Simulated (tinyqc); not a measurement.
Finnis-Sinclair potential for a bcc metal: fit to cohesion and elasticity, then vacancy, surfaces and structure: one step, computed by the program tinyqc. Command: `OMP_NUM_THREADS=1 python tinyqc.py 3113373 3113374 out.jsonl fsfit walk`. One thread of a shared host (Intel(R) Xeon(R) Processor @ 2.30GHz), about 0.01 s of CPU time with the checks.

E = (1/2) sum V(r) - A sqrt(rho), rho = sum phi(r), phi = (r - d)^2 for r < d, V = (r - c)^2 (c0 + c1 r + c2 r^2) for r < c. In bcc the 8 first neighbours lie at sqrt(3) a/2 and the 6 second at a; both cut-offs lie below the third shell; Omega = a^3/2; E is per atom and z the number of atoms in a shell. The four constants A, c0, c1, c2 are fitted to E_c, zero pressure, B and C12 - C44 alone, so C44 and C11 - C12 are not matched singly; defects are unrelaxed.

Question. Unrelaxed vacancy. E_v = -A sum_shells z [sqrt(rho - phi(r)) - sqrt(rho)] - (1/2) sum z V(r): the neighbours lose one bond each, and the atom is put back in the bulk.

Inputs (values chosen for the exercise, modelled on molybdenum):
```
quantity             value      unit
lattice constant a   3.147  angstrom
cohesive energy E_c   6.77        eV
density cut-off d/a  1.327         -
pair cut-off c/a     1.048         -
```

c0, c1, c2 (eV/angstrom^2, eV/angstrom^3, eV/angstrom^4): 189.7535  -145.6474  28.1994

A = 2.174705 eV/angstrom

rho = 23.18984 angstrom^2

Give: V at the two shells; phi at the two shells; vacancy energy E_v; E_v/E_c.

Answer.

V at the two shells (eV): 0.743  0.244

phi at the two shells (angstrom^2): 2.10  1.06

vacancy energy E_v = 1.64 eV

E_v/E_c = 0.242

A pair potential would give E_v = E_c; the square root lowers the ratio to 0.24.
